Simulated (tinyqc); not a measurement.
Inside a calculation. Method: RHF in the 6-31g basis, for H2, spin multiplicity 1. One step of it, computed by the program tinyqc.

Task: Iteration 3: building the Fock matrix. J_ij = sum D_kl (ij|kl), K_ij = sum D_kl (ik|jl); F = H + J - 0.5 K; E = tr D H + tr D J / 2 - 0.25 tr D K + E_nn.

D after iteration 2, lower triangle:
```
          1H 1s     1H 2s     2H 1s     2H 2s
1H 1s  0.168596
1H 2s  0.189386  0.212740
2H 1s  0.168596  0.189386  0.168596
2H 2s  0.189386  0.212740  0.189386  0.212740
```

core Hamiltonian H = T + V (hartree), lower triangle:
```
           1H 1s      1H 2s      2H 1s      2H 2s
1H 1s  -0.802984
1H 2s  -0.835876  -0.868105
2H 1s  -0.504064  -0.611138  -0.802984
2H 2s  -0.611138  -0.745783  -0.835876  -0.868105
```

Two-electron integrals (ij|kl) in chemists' order, unique and non-zero (hartree):
```
(11|11) 1.076566   (21|11) 0.578470   (21|21) 0.329423   (22|11) 0.587396
(22|21) 0.361304   (22|22) 0.453150   (31|11) 0.225416   (31|21) 0.130993
(31|22) 0.147535   (31|31) 0.070447   (32|11) 0.251770   (32|21) 0.156259
(32|22) 0.197115   (32|31) 0.090894   (32|32) 0.135602   (33|11) 0.534682
(33|21) 0.341048   (33|22) 0.449049   (33|31) 0.225416   (33|32) 0.363344
(33|33) 1.076566   (41|11) 0.363344   (41|21) 0.208123   (41|22) 0.230379
(41|31) 0.090894   (41|32) 0.111477   (41|33) 0.251770   (41|41) 0.135602
(42|11) 0.416675   (42|21) 0.258619   (42|22) 0.331034   (42|31) 0.120769
(42|32) 0.172737   (42|33) 0.416675   (42|41) 0.172737   (42|42) 0.264161
(43|11) 0.341048   (43|21) 0.216097   (43|22) 0.284717   (43|31) 0.130993
(43|32) 0.208123   (43|33) 0.578470   (43|41) 0.156259   (43|42) 0.258619
(43|43) 0.329423   (44|11) 0.449049   (44|21) 0.284717   (44|22) 0.383299
(44|31) 0.147535   (44|32) 0.230379   (44|33) 0.587396   (44|41) 0.197115
(44|42) 0.331034   (44|43) 0.361304   (44|44) 0.453150
```

nuclear repulsion = 0.54667067 hartree

Give: Coulomb J; exchange K; Fock matrix F; total energy of this density.

Result:

Coulomb J (hartree), lower triangle:
```
       1H 1s  1H 2s  2H 1s  2H 2s
1H 1s  1.327
1H 2s  0.791  0.950
2H 1s  0.382  0.530  1.327
2H 2s  0.530  0.761  0.791  0.950
```

exchange K (hartree), lower triangle:
```
       1H 1s  1H 2s  2H 1s  2H 2s
1H 1s  0.898
1H 2s  0.789  0.799
2H 1s  0.623  0.701  0.898
2H 2s  0.701  0.762  0.789  0.799
```

Fock matrix F (hartree), lower triangle:
```
        1H 1s   1H 2s   2H 1s   2H 2s
1H 1s   0.075
1H 2s  -0.439  -0.318
2H 1s  -0.433  -0.431   0.075
2H 2s  -0.431  -0.366  -0.439  -0.318
```

total energy of this density = -1.10054 hartree
